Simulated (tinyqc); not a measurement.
Optical gain and spontaneous emission in a bulk direct-gap semiconductor, step by step. Values are carried at full precision from step to step, so a last printed digit may differ when a step is redone from the rounded ones.

F_j(eta) = (1/Gamma(j + 1)) integral_0^infinity x^j dx/(1 + exp(x - eta)), which tends to exp(eta) for eta << 0.

Quasi-Fermi levels: n = Nc F_1/2(Fc/kT) and p = Nv F_1/2(Fv/kT), Fc counted up from the conduction edge and Fv down from the valence edge; Nc, Nv from N = 2 (m kB T/(4 pi c))^(3/2) with c = hbar^2/2m0, in 1/angstrom^3; times 1e24 for 1/cm^3, with me and (mhh^(3/2) + mlh^(3/2))^(2/3).

Constants: hbar^2/2m0 = 3.80998211 eV angstrom^2; kB = 8.617333262e-05 eV/K; fine-structure constant alpha = 0.007297352564; hbar = 6.58211957e-16 eV s; hbar c = 1973.269805 eV angstrom.

Parameters, chosen for this exercise (near those of GaAs; shifted at random, so the results belong to these values and not to a real crystal): me = 0.0647 m0 (electron mass); mhh = 0.518 m0 (heavy-hole mass); mlh = 0.0848 m0 (light-hole mass); n = 1.5e+18 1/cm^3 (injected density, n = p); T = 250 K; Eg = 1.426 eV (direct gap); Ep = 25.7 eV (Kane energy); nr = 3.58 (refractive index); E = 1.486 eV (photon energy).

## Quasi-Fermi levels

Solve for Fc and Fv.

kT = 0.021543 eV
Nc = 3.142e+17 1/cm^3
Nv = 7.588e+18 1/cm^3
Fc = 0.0679 eV
Fv = -0.0334 eV
Fc + Fv = 0.0345 eV

The separation of the quasi-Fermi levels exceeds the gap, so photons between Eg and Eg + (Fc + Fv) see gain. The quasi-Fermi level of the electrons lies inside the band, that of the holes in the gap.

## Absorption of the empty crystal

Parabolic bands, vertical transitions, no excitons. For each hole band j: mr = me mj/(me + mj); joint density of states J_j(E) = (mr/c)^(3/2) sqrt(E - Eg)/(2 pi^2), both spins, c = hbar^2/2m0; averaged matrix element |e.p|^2 = m0 Ep/6; alpha_j(E) = 4 pi^2 alpha_f c Ep J_j/(3 nr E) in 1/angstrom (alpha_f the fine-structure constant, listed as alpha among the constants), times 1e8 for 1/cm.

Evaluate at E for heavy and light holes.

mr, J and alpha of each hole band:
```
hole   mr (m0)  J (1/(eV angstrom^3))  alpha (1/cm)
heavy  0.05752              2.302e-05        4068.2
light  0.03670              1.173e-05        2073.5
```

The heavy-hole band gives 66 % of the total, 6142 1/cm.

## Occupations and gain at E

For band j the electron sits at Ee = (E - Eg) mr/me above its edge and the hole at Eh = (E - Eg) mr/mj; fe = 1/(1 + exp((Ee - Fc)/kT)), fh = 1/(1 + exp((Eh - Fv)/kT)); gain g = sum_j alpha_j (fe + fh - 1).

Use mr and alpha from the table.

Energies, occupations and gain of each hole band:
```
hole   Ee (eV)  Eh (eV)     fe     fh  g (1/cm)
heavy   0.0533   0.0067  0.663  0.135      -823
light   0.0340   0.0260  0.828  0.060      -232
```

total gain = -1056 1/cm

E - Eg = 0.0600 eV is above Fc + Fv = 0.0345 eV, so both bands give loss (Bernard-Duraffourg).

## Spontaneous emission

Spontaneous rate: R = integral of (nr E/(hbar c))^2/(pi^2 hbar) sum_j alpha_j fe fh dE, with alpha in 1/cm and (nr E/(hbar c))^2 in 1/cm^2 (1e16 per 1/angstrom^2); B = R/(n p); lifetime n/R.

Integrate over photon energy.

R = 5.26e+26 1/(cm^3 s)
B = 2.34e-10 cm^3/s
radiative lifetime = 2.85 ns

## Checks

- B at n = 1e13 1/cm^3 against the van Roosbroeck-Shockley value from alpha and ni^2 (cm^3/s): both 3.24e-10.

(tinyqc, `OMP_NUM_THREADS=1 python tinyqc.py 1680851 1680852 out.jsonl`, Intel(R) Xeon(R) Processor @ 2.30GHz, 1 thread, shared host, about 0.08 s.)
